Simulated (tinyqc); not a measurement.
Size effects in the resistivity of thin metal films and interconnect lines: one step, computed by the program tinyqc. Command: `OMP_NUM_THREADS=1 python tinyqc.py 3024349 3024350 out.jsonl size walk`. One thread of a shared host (Intel(R) Xeon(R) Processor @ 2.30GHz), about 0.01 s of CPU time with the checks.

Electrons lose their drift at surfaces (a share 1 - p of the hits) and at grain boundaries (reflection R), besides bulk scattering.

Task: Surfaces. Fuchs-Sondheimer film: rho_b/rho = 1 - (3/(2 kappa))(1 - p) int_0^1 (s - s^3)(1 - exp(-kappa/s))/(1 - p exp(-kappa/s)) ds, f = rho/rho_b, kappa = thickness/lambda, 80 Gauss-Legendre points.

Inputs (values chosen for the exercise, modelled on copper): bulk mean free path lambda = 39.8 nm; specularity p = 0; film thickness h = 120 nm.

Geometry: film.

Give: kappa = h/lambda; rho/rho_b from surfaces.

Result:

kappa = h/lambda = 3.015

rho/rho_b from surfaces = 1.141

The thick-film form 1 + 3 (1 - p)/(8 kappa) gives 1.124, a deviation of -1.4 %.
